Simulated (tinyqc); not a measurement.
Microkinetic model of low-temperature epitaxy from hydride gases: adsorption, hydrogen desorption and rate control: one step, computed by the program tinyqc.

Each hydride molecule needs two free sites and leaves four hydrogen atoms, of which two leave at once as H2; theta is the hydrogen coverage, the site density is 6.78 per nm^2 and one layer is 1.358 angstrom thick.

Question. Coverage and growth rate. With k the hydride and k_H the hydrogen adsorption rate on free pairs and k_d the desorption rate, steady state: 2 (k + k_H)(1 - theta)^2 = k_d theta; growth rate R = k (1 - theta)^2 layers/s; 1 layer/s = 8.148 nm/min. With c = 2 (k + k_H)/k_d the free share is 1 - theta = 2/(1 + sqrt(1 + 4c)).

Inputs (values chosen for the exercise, close to those used for silane on Si(001)): temperature T = 790 C.

Film: silicon. Order of hydrogen desorption: first.

k = 0.8859727 1/s

k_H = 0 1/s

k_d = 287.4262 1/s

Give: c; hydrogen coverage theta; growth rate R in layers; growth rate G.

Answer.

c = 0.006165

hydrogen coverage theta = 0.006090

growth rate R in layers = 0.8752 layers/s

growth rate G = 7.131 nm/min

The surface is mostly bare: the arrival of hydride limits growth.
